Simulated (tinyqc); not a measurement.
Mobility of a non-polar semiconductor in the relaxation-time approximation. Inputs raised by 10 %, one at a time. Computed by tinyqc, a small Python program. Command: `OMP_NUM_THREADS=1 python tinyqc.py 3003116 3003117 out.jsonl rta sens`. One thread of a shared host (Intel(R) Xeon(R) Processor @ 2.30GHz), about 0.03 s of CPU time with the checks.

Each valley is treated as a sphere of mass m_d for states and rates, with one isotropic relaxation time; the conductivity mass m_c sets the current.

Inputs (values chosen for the exercise, for a model non-polar semiconductor):
```
quantity                                            value       unit
longitudinal mass m_l                                0.12        m_0
transverse mass m_t                                  0.12        m_0
equivalent valleys Z                                    1          -
non-parabolicity alpha                                0.5       1/eV
static permittivity eps_s                            11.9          -
density rho                                          5020     kg/m^3
sound velocity v_l                                   8230        m/s
acoustic deformation potential D_A                    9.6         eV
phonon energy hbar w                                 53.9        meV
optical or intervalley deformation potential D_o      6.4  1e8 eV/cm
final valleys Z_f                                       1          -
carrier density n                                 4.7e+15     1/cm^3
compensation ratio C                                  0.8          -
temperature T                                         300          K
neutral impurity density N_n                      3.5e+17     1/cm^3
```

Band: Kane. Impurity formula: Brooks-Herring. Further scattering: neutral impurities.

Constants: k_B = 8.617333262e-05 eV/K; m_0 = 9.1093837015e-31 kg; e = 1.602176634e-19 C; hbar = 1.054571817e-34 J s; eps_0 = 8.8541878128e-12 F/m; k_B = 1.380649e-23 J/K; hbar = 6.582119569e-16 eV s.

Method:
- m_d = (m_l m_t^2)^(1/3); 1/m_c = (1/m_l + 2/m_t)/3; Hall mass factor A = 3 K_m (K_m + 2)/(2 K_m + 1)^2, K_m = m_l/m_t; N_I = n (1 + C)/(1 - C).
- Kane band: hbar^2 k^2/(2 m) = E (1 + alpha E), speed v = hbar k/(m (1 + 2 alpha E)), states per spin, volume and energy g(E) = m k (1 + 2 alpha E)/(2 pi^2 hbar^2); overlap factors are set to 1. Here m = m_d. Masses are multiplied by m_0 and all formulas are in SI units.
- The reduced Fermi level eta = E_F/(k_B T) solves n = 2 Z int g f dE with f = 1/(1 + exp(x - eta)) (Z = 1 unless valleys are given); screening length L_s = sqrt(eps_s eps_0 k_B T/(e^2 dn/deta)), dn/deta = 2 Z int g f (1 - f) dE.
- Integrals over x = E/(k_B T) use 160 Gauss-Legendre points in u = sqrt(x) from 0 to sqrt(max(eta, 0) + 32).
- Phonon occupation N_q = 1/(exp(hbar w/(k_B T)) - 1).
- Acoustic deformation potential (elastic, equipartition, absorption and emission together): 1/tau = 2 pi k_B T D_A^2 g(E)/(hbar rho v_l^2).
- Optical or intervalley deformation potential: 1/tau = (pi Z_f D_o^2/(rho w)) [N_q g(E + hbar w) + (N_q + 1) g(E - hbar w)], with g = 0 below the band edge.
- Each optical term is multiplied by (1 - f(E'))/(1 - f(E)), E' the final energy, for Pauli blocking.
- Singly charged impurities, momentum relaxation: 1/tau = N_I e^4 m (1 + 2 alpha E) Phi/(8 pi (eps_s eps_0)^2 hbar^3 k^3), with alpha = 0 for a parabolic band.
- Brooks-Herring: Phi = ln(1 + b) - b/(1 + b), b = 4 k^2 L_s^2.
- Neutral impurities (Erginsoy): 1/tau = 20 N_n a_B hbar/m, a_B = 4 pi eps_s eps_0 hbar^2/(m e^2).
- mu = (m_d/m_c) (2 Z e/(3 n k_B T)) int g v^2 tau f (1 - f) dE.
- Averages over x are split at the emission threshold x_0 = hbar w/(k_B T): 64 Gauss-Legendre points in sqrt(x) below it and 128 in sqrt(x - x_0) above it, up to x = max(eta, 0) + 32.
- Rates are added at each energy before the average. With <y> = int g v^2 y f (1 - f) dE: Hall factor r_H = A (3 n k_B T/(2 Z m_d)) <tau^2/(1 + 2 alpha E)>/<tau>^2 (alpha = 0 for a parabolic band); Hall mobility r_H mu; |S| = (k_B/e) (<x tau>/<tau> - eta); resistivity 1/(n e mu).

Runs; columns: (1) input moved; (2) from; (3) to; (4) drift mobility mu (cm^2/(V s)); (5) Seebeck coefficient |S| (microvolt/K); (6) resistivity (ohm cm); (7) acoustic mobility (cm^2/(V s)):
```
(1)                                (2)       (3)     (4)     (5)     (6)    (7)
base run                             -         -  367.51  687.32  3.6135  40017
static permittivity eps_s         11.9     13.09  337.56  686.52  3.9340  40017
sound velocity v_l (m/s)          8230      9053  368.21  687.42  3.6066  48421
phonon energy hbar w (meV)        53.9     59.29  367.80  687.38  3.6106  40017
carrier density n (1/cm^3)     4.7e+15  5.17e+15  366.38  679.40  3.2951  40014
temperature T (K)                  300       330  365.79  699.43  3.6304  34290
compensation ratio C               0.8      0.88  357.95  689.81  3.7100  40017
non-parabolicity alpha (1/eV)      0.5      0.55  365.24  687.62  3.6359  39556
```

Exponents ln(y'/y) / ln(x'/x):
```
input                      drift mobility mu  Seebeck coefficient |S|  resistivity  acoustic mobility
static permittivity eps_s             -0.892                   -0.012        0.892              0.000
sound velocity v_l                     0.020                    0.001       -0.020              2.000
phonon energy hbar w                   0.008                    0.001       -0.008              0.000
carrier density n                     -0.032                   -0.122       -0.968             -0.001
temperature T                         -0.049                    0.183        0.049             -1.620
compensation ratio C                  -0.277                    0.038        0.277              0.000
non-parabolicity alpha                -0.065                    0.005        0.065             -0.122
```

Among the inputs moved here: drift mobility mu answers most in size to static permittivity eps_s (exponent -0.892), next to compensation ratio C (-0.277). Seebeck coefficient |S| answers most in size to temperature T (exponent +0.183), next to carrier density n (-0.122). Resistivity answers most in size to carrier density n (exponent -0.968), next to static permittivity eps_s (+0.892). Its exponent -0.968 in carrier density n: the mobility is nearly constant there, so the resistivity follows 1/n. Acoustic mobility answers most in size to sound velocity v_l (exponent +2.000), next to temperature T (-1.620); its exponent is below 0.0005 for static permittivity eps_s, phonon energy hbar w, compensation ratio C. Its exponent +2.000 in sound velocity v_l: the rate goes as 1/(rho v_l^2). Its exponent -0.001 in carrier density n: phonon-limited mobility of a classical gas does not depend on n.

Caution (all rows): Erginsoy's formula holds for k a_B below about 0.5 and for dopants that stay neutral, which means low temperature; elsewhere it is only a rough constant rate.
